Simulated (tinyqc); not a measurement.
# p-n diode with diffusion and depletion-layer recombination: effect of the hole lifetime

Abrupt junction in the depletion approximation, low injection, full ionisation, neutral widths fixed, ohmic contact on the p side. Vj is the junction voltage; where a series resistance Rs is given, V = Vj + J Rs is the terminal voltage.

ni = sqrt(Nc Nv) exp(-Eg/(2 Vt)), Eg in volts; D = mu Vt; Ln = sqrt(Dn tn), Lp = sqrt(Dp tp); J0n = q ni^2 Dn coth(wp/Ln)/(Ln Na); J0p = (q ni^2 Dp/(Lp Nd)) (s + tanh(wn/Lp))/(1 + s tanh(wn/Lp)), s = Sp Lp/Dp. J_diff = (J0n + J0p)(exp(Vj/Vt) - 1). Vbi = Vt ln(Na Nd/ni^2), W = sqrt(2 eps0 eps_r (Vbi - Vj)(1/Na + 1/Nd)/q), xp = W Nd/(Na + Nd), xn = W Na/(Na + Nd); u(x) = q Na (x + xp)^2/(2 eps0 eps_r) for x < 0 and Vbi - Vj - q Nd (xn - x)^2/(2 eps0 eps_r) for x > 0; p = Na exp(-u/Vt), n = Nd exp((u - Vbi + Vj)/Vt); U = ni^2 (exp(Vj/Vt) - 1)/(tp (n + ni exp(Et/Vt)) + tn (p + ni exp(-Et/Vt))); J_scr = q times the integral of U from -xp to xn. J = J_diff + J_scr.

Inputs (values chosen for the exercise); band and dielectric values close to those of silicon: temperature T = 300 K; band gap Eg = 1.1 eV; relative permittivity eps_r = 11.7; conduction-band density of states at T Nc = 2.8e19 cm^-3; valence-band density of states at T Nv = 2.6e19 cm^-3; acceptor density Na = 1.5e16 cm^-3; donor density Nd = 7.6e15 cm^-3; electron mobility in the p side mun = 1000 cm^2/(V s); hole mobility in the n side mup = 440 cm^2/(V s); electron lifetime tn = 2e-7 s; neutral width of the p side wp = 1 um; neutral width of the n side wn = 1.5 um; recombination velocity at the n contact Sp = 1e7 cm/s; trap level above the intrinsic level Et = 0 eV; junction voltage at which recombination is evaluated Vj = 0.37 V.

Constants: q = 1.602176634e-19 C, kB = 1.380649e-23 J/K, Vt = kB T/q, eps0 = 8.8541878128e-14 F/cm where lengths are in cm. Results are converted to the units shown.

The same in every row: J0n (A/cm^2) = 6.673e-10.

Effect of the hole lifetime:
```
tp (s),J0p (A/cm^2),J_diff (A/cm^2),J_scr (A/cm^2),J_scr/J (%),wn/Lp
1e-10,1.718e-9,0.003919,0.002705,40.83,4.448
1e-9,6.108e-10,0.002100,6.996e-4,24.98,1.406
1e-8,4.085e-10,0.001768,1.869e-4,9.561,0.4448
1e-7,3.858e-10,0.001731,5.200e-5,2.917,0.1406
1e-6,3.834e-10,0.001727,1.508e-5,0.8657,0.04448
1e-5,3.832e-10,0.001726,4.645e-6,0.2683,0.01406
0.0001,3.832e-10,0.001726,1.580e-6,0.09145,0.004448
```

What does the table show?

As tp goes from 1e-10 to 0.0001, J0p falls from 1.72e-9 to 3.83e-10 A/cm^2, J_scr falls from 0.00270 to 1.58e-6 A/cm^2 and its share falls from 40.8 to 0.0914 %. J0p goes as tp^(-0.45) at the start and tp^(0.00) at the end.

Program tinyqc, `OMP_NUM_THREADS=1 python tinyqc.py 2260031 2260032 out.jsonl`; Intel Xeon 2.30GHz, shared host, one thread, about 0.01 s.
